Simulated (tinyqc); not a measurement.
## Doping and thickness from pinch-off voltage and conductance

Inverse problem. A uniform channel has Vp = q Nd a^2/(2 eps0 eps_r) and G0 = q mu Nd a W/L. Find a and Nd.

Inputs (values chosen for the exercise); material values those of a made-up semiconductor:
```
symbol,value,unit,meaning
eps_r,11.7,,relative permittivity of the semiconductor
mu,4400,cm^2/(V s),low-field mobility at this doping
L,0.3,um,gate length
W,200,um,gate width
```

Constants: q = 1.602176634e-19 C, eps0 = 8.8541878128e-14 F/cm where lengths are in cm. Results are converted to the units shown.

Vp = 1.3185471 V
G0 = 471.38173 mS

Answer. G0 gives the product Nd a and Vp gives Nd a^2; their ratio is a.

a = 170 nm
Nd = 5.90e16 cm^-3

Program tinyqc, `OMP_NUM_THREADS=1 python tinyqc.py 2500018 2500019 out.jsonl`; Intel Xeon 2.30GHz, shared host, one thread, about 0.04 s.
